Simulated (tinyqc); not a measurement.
Optical gain and spontaneous emission in a bulk direct-gap semiconductor, step by step. Values are carried at full precision from step to step, so a last printed digit may differ when a step is redone from the rounded ones.

F_j(eta) = (1/Gamma(j + 1)) integral_0^infinity x^j dx/(1 + exp(x - eta)), which tends to exp(eta) for eta << 0.

Quasi-Fermi levels: n = Nc F_1/2(Fc/kT) and p = Nv F_1/2(Fv/kT), Fc counted up from the conduction edge and Fv down from the valence edge; Nc, Nv from N = 2 (m kB T/(4 pi c))^(3/2) with c = hbar^2/2m0, in 1/angstrom^3; times 1e24 for 1/cm^3, with me and (mhh^(3/2) + mlh^(3/2))^(2/3).

Constants: hbar^2/2m0 = 3.80998211 eV angstrom^2; kB = 8.617333262e-05 eV/K; fine-structure constant alpha = 0.007297352564; hbar = 6.58211957e-16 eV s; hbar c = 1973.269805 eV angstrom.

Values chosen for the exercise (near those of GaN; not measured data):

| symbol | value | unit | meaning |
|---|---|---|---|
| me | 0.1959 | m0 | electron mass |
| mhh | 1.379 | m0 | heavy-hole mass |
| mlh | 0.2919 | m0 | light-hole mass |
| n | 4.6e+18 | 1/cm^3 | injected density, n = p |
| T | 200 | K |  |
| Eg | 3.379 | eV | direct gap |
| Ep | 16.4 | eV | Kane energy |
| nr | 2.64 |  | refractive index |
| E | 3.391 | eV | photon energy |

## Quasi-Fermi levels

Solve for Fc and Fv.

kT = 0.017235 eV
Nc = 1.184e+18 1/cm^3
Nv = 2.427e+19 1/cm^3
Fc = 0.0459 eV
Fv = -0.0275 eV
Fc + Fv = 0.0184 eV

The separation of the quasi-Fermi levels exceeds the gap, so photons between Eg and Eg + (Fc + Fv) see gain. The quasi-Fermi level of the electrons lies inside the band, that of the holes in the gap.

## Absorption of the empty crystal

Parabolic bands, vertical transitions, no excitons. For each hole band j: mr = me mj/(me + mj); joint density of states J_j(E) = (mr/c)^(3/2) sqrt(E - Eg)/(2 pi^2), both spins, c = hbar^2/2m0; averaged matrix element |e.p|^2 = m0 Ep/6; alpha_j(E) = 4 pi^2 alpha_f c Ep J_j/(3 nr E) in 1/angstrom (alpha_f the fine-structure constant, listed as alpha among the constants), times 1e8 for 1/cm.

Evaluate at E for heavy and light holes.

mr, J and alpha of each hole band:

| hole | mr (m0) | J (1/(eV angstrom^3)) | alpha (1/cm) |
|---|---|---|---|
| heavy | 0.17153 | 5.301e-05 | 3553.3 |
| light | 0.11723 | 2.995e-05 | 2007.5 |

The heavy-hole band gives 64 % of the total, 5561 1/cm.

## Occupations and gain at E

For band j the electron sits at Ee = (E - Eg) mr/me above its edge and the hole at Eh = (E - Eg) mr/mj; fe = 1/(1 + exp((Ee - Fc)/kT)), fh = 1/(1 + exp((Eh - Fv)/kT)); gain g = sum_j alpha_j (fe + fh - 1).

Use mr and alpha from the table.

Energies, occupations and gain of each hole band:

| hole | Ee (eV) | Eh (eV) | fe | fh | g (1/cm) |
|---|---|---|---|---|---|
| heavy | 0.0105 | 0.0015 | 0.886 | 0.157 | 153 |
| light | 0.0072 | 0.0048 | 0.904 | 0.133 | 75 |

total gain = 227 1/cm

E - Eg = 0.0120 eV is below Fc + Fv = 0.0184 eV, so both bands give gain (Bernard-Duraffourg).

## Spontaneous emission

Spontaneous rate: R = integral of (nr E/(hbar c))^2/(pi^2 hbar) sum_j alpha_j fe fh dE, with alpha in 1/cm and (nr E/(hbar c))^2 in 1/cm^2 (1e16 per 1/angstrom^2); B = R/(n p); lifetime n/R.

Integrate over photon energy.

R = 1.77e+27 1/(cm^3 s)
B = 8.37e-11 cm^3/s
radiative lifetime = 2.60 ns

## Checks

- B at n = 1e13 1/cm^3 against the van Roosbroeck-Shockley value from alpha and ni^2 (cm^3/s): both 1.13e-10.

Run: tinyqc, `OMP_NUM_THREADS=1 python tinyqc.py 1651890 1651891 out.jsonl`; Intel(R) Xeon(R) Processor @ 2.30GHz, one thread, shared host; about 0.07 s of CPU time with all checks.
